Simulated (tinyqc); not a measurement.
The first four gaps: longitudinal sound in a periodic multilayer: transfer matrices, stop bands and folded phonons. Computed by tinyqc, a small Python program. Command: `OMP_NUM_THREADS=1 python tinyqc.py 3019048 3019049 out.jsonl multilayer walk`. One thread of a shared host (Intel(R) Xeon(R) Processor @ 2.30GHz), about 0.01 s of CPU time with the checks.

Layers 1 and 2 repeat with period d = d_1 + d_2; waves travel normal to the layers, without loss. State vector (u, s): displacement u and stress divided by omega. Impedances Z = rho v are in 1e6 kg/(m^2 s).

Inputs (values chosen for the exercise, modelled on silica (layer 1), silicon nitride (layer 2) and gallium arsenide (substrate)):
```
quantity            value    unit
density rho_1        2.18  g/cm^3
velocity v_1         5890     m/s
thickness d_1        7.55      nm
density rho_2        3.07  g/cm^3
velocity v_2         9910     m/s
thickness d_2        12.6      nm
substrate density     5.4  g/cm^3
substrate velocity   4760     m/s
```

Method:
- Z = rho v; interface reflection r = (Z_2 - Z_1)/(Z_2 + Z_1) (stress amplitude, from 1 into 2); Bragg frequency f_B = 1/[2 (d_1/v_1 + d_2/v_2)]; long-wave velocity v_eff = d/sqrt[(d_1/v_1)^2 + (d_2/v_2)^2 + (Z_1/Z_2 + Z_2/Z_1)(d_1/v_1)(d_2/v_2)].
- A layer maps (u, s) by [[cos p, sin p/Z], [-Z sin p, cos p]], p = 2 pi f d_i/v_i; one period is M = M_2 M_1, and cos(q d) = trace(M)/2.
- Gap m contains m f_B; its edges, where trace(M)/2 = (-1)^m, are found by root search. Weak-contrast estimate of the width: (4 f_B/pi) |r sin(m pi a)|, a = (d_1/v_1)/(d_1/v_1 + d_2/v_2).

Bragg frequency f_B = 195.827 GHz

Z_1 = 12.8402

Z_2 = 30.4237

interface reflection r = 0.406424

Stop bands (GHz):
```
m  lower edge  upper edge   width  weak-contrast estimate
1      143.65      248.00  104.35                  101.33
2      391.01      392.30    1.30                    1.30
3      535.31      639.65  104.34                  101.32
4      782.01      784.60    2.59                    2.59
```

With a = 0.502, gap 1 is the widest and gap 2 the narrowest: the layers are near a quarter wave each at f_B, so the even gaps almost close. The weak-contrast estimate misses the first width by -2.9 % at |r| = 0.41. Odd gaps open at the edge of the folded zone (q = pi/d), even ones at its centre.
